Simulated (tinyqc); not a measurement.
Where the wafer is too thin: surface photovoltage measurement of the minority-carrier diffusion length in a wafer. Computed by tinyqc, a small Python program. Command: `OMP_NUM_THREADS=1 python tinyqc.py 3130593 3130594 out.jsonl spv walk`. One thread of a shared host (Intel(R) Xeon(R) Processor @ 2.30GHz), about 0.01 s of CPU time with the checks.

Low injection, steady light, a depletion layer much thinner than 1/alpha and L. The excess density dn is taken at the front edge of the neutral region; light that reaches the back is lost.

Inputs (values chosen for the exercise, modelled on p-type silicon at room temperature):

| quantity | value | unit |
|---|---|---|
| wafer thickness W | 525 | micrometre |
| diffusivity D | 29.6 | cm^2/s |
| front recombination velocity S_f | 820 | cm/s |
| back recombination velocity S_b | 43000 | cm/s |
| photon flux entering | 3.5e+12 | 1/(cm^2 s) |

Method:
- alpha = (84.732/lambda - 76.417)^2 per cm with lambda in micrometre (an empirical fit for silicon between 0.7 and 1.05 micrometre).
- Thick wafer: dn = Phi L/((S_f + D/L)(L + 1/alpha)). Finite wafer, with s = S_b L/D, w = W/L, a = alpha L: dn = [Phi a/(a^2 - 1)] [a - B - exp(-alpha W)(a - s)/(cosh w + s sinh w)]/(S_f + B D/L), B = (sinh w + s cosh w)/(cosh w + s sinh w).
- Readings y = (Phi/dn) (1 + noise x g) at 780, 830, 880, 920, 950, 975 and 995 nm; a least-squares line y = c (1/alpha + L_app) gives L_app = intercept/slope.
- No noise; L is varied at fixed W, and the last two columns set S_b to 0 and to 1e7 cm/s.

Apparent length (micrometre):

| L | W/L | given S_b | S_b = 0 | S_b = 1e7 |
|---|---|---|---|---|
| 26.2 | 20.038 | 26.20 | 26.2 | 26.20 |
| 52.5 | 10.000 | 52.50 | 52.5 | 52.50 |
| 105.0 | 5.000 | 104.84 | 105.1 | 104.82 |
| 158.0 | 3.323 | 155.72 | 160.0 | 155.54 |
| 262.0 | 2.004 | 237.76 | 285.5 | 236.61 |
| 420.0 | 1.250 | 310.83 | 544.4 | 307.88 |
| 682.0 | 0.770 | 359.99 | 1138.2 | 355.29 |
| 1100.0 | 0.477 | 384.04 | 2285.1 | 378.33 |
| 2100.0 | 0.250 | 396.30 | 4582.0 | 390.02 |

What does the comparison show, and why?

With a fast back surface L_app levels off, at 390 micrometre in the last row; with a passive one it reaches up to 2.18 times L among these rows and is 4580 in the last. All three columns are within 5 % of L down to W/L = 3.3.

Extremes, crossings and ranges named in words are read from the listed rows.
